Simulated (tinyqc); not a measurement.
Mass and degeneracy from charge and saturation current.

Inverse problem. At high drain voltage only states moving towards the drain are filled: I = gv (2 q^2/h) Vt ln(1 + exp eta) and n = (N0/2) F_(-1/2)(eta), N0 = gv sqrt(2 m kB T/pi)/hbar, F_(-1/2)(x) = (1/sqrt(pi)) int_0^infinity u^(-1/2)/(1 + exp(u - x)) du. Find eta and m.

Inputs (values chosen for the exercise):
- T = 300 K (temperature)
- gv = 2 (valley degeneracy)

Constants: q = 1.602176634e-19 C, kB = 1.380649e-23 J/K, hbar = 1.054571817e-34 J s, h = 6.62607015e-34 J s, m0 = 9.1093837015e-31 kg, Vt = kB T/q. Results are converted to the units shown.

n = 8.4118193e6 cm^-1
I = 21.172416 uA

Solution. In one dimension the current holds no mass, so it gives eta directly; n then gives m.

eta = 5.28
m = 0.505 m0

Numbers from tinyqc (`OMP_NUM_THREADS=1 python tinyqc.py 2400082 2400083 out.jsonl`; about 0.04 s on one thread of a shared Intel Xeon 2.30GHz).
